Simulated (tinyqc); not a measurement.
Power iteration on a symmetric matrix, step by step. Computed by tinyqc, a small Python program that keeps every step. Settings: method = power, shift = 0.64. Command: `OMP_NUM_THREADS=1 python tinyqc.py 26881 26882 out.jsonl` (the two numbers bound the seeds that draw the settings). One thread of a shared host (Intel(R) Xeon(R) Processor @ 2.60GHz), about 0.01 s of CPU time with the checks.

## Step 1

A, lower triangle:
```
         1        2        3        4       5       6
1   0.0470
2  -0.4300   0.1910
3  -0.2690   0.1890   0.3300
4  -1.3150  -0.1620  -0.8720   0.4100
5  -1.3860   0.0060  -0.6510  -0.0780  1.6500
6  -0.1140   0.5930  -0.0760   0.4850  0.3090  1.9300
```

vector v at the start: 0.4082  0.4082  0.4082  0.4082  0.4082  0.4082

shift = 0.6400

w = (A - shift) v; v' = w/|w| with its largest component positive (the first on a tie); lambda = v'^T A v'.

vector after step 1: 0.7214  0.0444  0.3494  0.3815  0.1388  -0.4368

Rayleigh quotient after step 1 = -1.0700

## Step 2

As before.

vector after step 2: 0.4676  0.2305  0.2698  0.6199  0.4939  0.1650

Rayleigh quotient after step 2 = -1.2703

## Course of the iteration

Stop when the residual |A v - lambda v| is below 1e-9.

Steps:

| step | lambda | residual |
|---|---|---|
| 1 | -1.070009 | 1.87e+00 |
| 2 | -1.270275 | 1.73e+00 |
| 3 | -1.376807 | 1.62e+00 |
| 4 | -1.454008 | 1.53e+00 |
| 5 | -1.518380 | 1.44e+00 |
| 6 | -1.574486 | 1.35e+00 |
| 7 | -1.623914 | 1.27e+00 |
| 8 | -1.667502 | 1.20e+00 |
| 9 | -1.705886 | 1.12e+00 |
| 10 | -1.739623 | 1.05e+00 |
| 11 | -1.769219 | 9.84e-01 |
| 12 | -1.795140 | 9.20e-01 |
| 13 | -1.817809 | 8.60e-01 |
| 14 | -1.837608 | 8.04e-01 |
| 15 | -1.854880 | 7.51e-01 |
| 16 | -1.869933 | 7.01e-01 |
| 17 | -1.883041 | 6.54e-01 |
| 18 | -1.894446 | 6.10e-01 |
| 19 | -1.904364 | 5.68e-01 |
| 20 | -1.912983 | 5.30e-01 |
| 21 | -1.920470 | 4.94e-01 |
| 22 | -1.926970 | 4.60e-01 |
| 23 | -1.932612 | 4.28e-01 |
| 24 | -1.937508 | 3.99e-01 |
| 25 | -1.941754 | 3.72e-01 |
| 26 | -1.945436 | 3.46e-01 |
| 27 | -1.948629 | 3.22e-01 |
| 28 | -1.951396 | 3.00e-01 |
| 29 | -1.953795 | 2.79e-01 |
| 30 | -1.955874 | 2.60e-01 |

all eigenvalues, for comparison: -1.9693  -0.1375  0.6036  1.0898  1.9035  3.0680

Not converged in 30 steps: the residual falls only by the ratio of the two largest distances of eigenvalues from the shift, 0.93 a step.
